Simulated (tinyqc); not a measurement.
Worked calculation: pair of shallow donors (hydrogen-like orbitals). Values are carried at full precision from step to step, so a last printed digit may differ when a step is redone from the rounded ones.

Each donor has the orbital exp(-r/a); energy unit Ha* = q/(eps a), q = e^2/(4 pi eps0), so that a lone donor is bound by Ha*/2; x = R/a. One electron: S = (1 + x + x^2/3) exp(-x), j = 1/x - (1 + 1/x) exp(-2x), k = (1 + x) exp(-x); levels E(+/-) = -1/2 - (j +/- k)/(1 +/- S) in Ha*, without the repulsion of the ions, split by D = |E(-) - E(+)|. In six valleys the overlaps S and k are multiplied by v = [cos(K Rx) + cos(K Ry) + cos(K Rz)]/3, K = k0 (2 pi/a_lat), for isotropic envelopes and the symmetric valley state.

Constants: e^2/(4 pi eps0) = 14.39964547 eV angstrom; hbar = 6.58211957e-16 eV s.

Values chosen for the exercise (near those of two donors in Si; shifted at random, so the results belong to these values and not to a real crystal): a = 17.2 angstrom (orbital radius); eps = 11.3 (dielectric constant); n = (12, 1, 0) a_lat (separation vector); a_lat = 5.431 angstrom (lattice constant); k0 = 0.848 2 pi/a_lat (valley position); dV = 0.24 D (detuning between the donors, in units of D).

## Distance and integrals

Give Ha*, R, x, S, j, k and v.

Ha* = 74.087 meV
R = 65.40 angstrom
x = 3.8022

S, j, k: 0.21476  0.26238  0.10719

v = 0.6753

## One electron on two donors

Give both levels, the splitting D = |E(-) - E(+)| and the tunnelling frequency D/(2 pi hbar).

E(+), E(-) (meV): -58.704  -53.507

D = 5.197 meV
frequency = 1257 GHz

The second ion deepens the mean level by 19.06 meV, against Ha*/x = 19.49 meV for a point charge. Without the valley factor D would be 7.9 meV; v is positive, so the even combination lies lower.

## Detuning by a gate

Two-level picture for one electron: with detuning u = dV D the splitting is sqrt(D^2 + u^2) and the lower state has weight (1 + u/sqrt(D^2 + u^2))/2 on the lower donor; the field needed is u/(e R), 1 meV/angstrom = 100 kV/cm.

splitting = 5.345 meV
weight = 0.617
field = 1.91 kV/cm

## Two electrons and exchange

Two electrons, Heitler-London: with S' = (1 - x + x^2/3) exp(x), C = 1/x - exp(-2x)(1/x + 11/8 + 3x/4 + x^2/6), X = (1/5){exp(-2x)(25/8 - 23x/4 - 3x^2 - x^3/3) + (6/x)[S^2 (0.5772157 + ln x) + S'^2 Ei(-4x) - 2 S S' Ei(-2x)]}, Q = C - 2j + 1/x and A = X - 2 S k + S^2/x, the singlet and triplet lie at (Q +/- w A)/(1 +/- w S^2) from two lone donors, with the valley weight w = v^2; the exchange is J = triplet - singlet.

Give C, X, Q, A and J.

C, X, Q, A (Ha*): 0.2596  0.02051  -0.002179  -0.01341

J = 899 micro-eV

A swap of the two spins takes pi hbar/J = 0.0023 ns (hbar = 6.58212e-16 eV s). Against the one-electron splitting D = 5.2 meV, J/D = 0.17: exchange needs both electrons to tunnel and falls as exp(-2x), D as exp(-x).

## Checks

- Heitler-London binding at x = 1.6425 against the known 0.1160 hartree: both 0.1160.
- Overlap S by quadrature in spheroidal coordinates against the formula: both 0.21476.

Program tinyqc; command `OMP_NUM_THREADS=1 python tinyqc.py 1281084 1281085 out.jsonl`; about 0.01 s on one thread of a shared Intel(R) Xeon(R) Processor @ 2.30GHz.
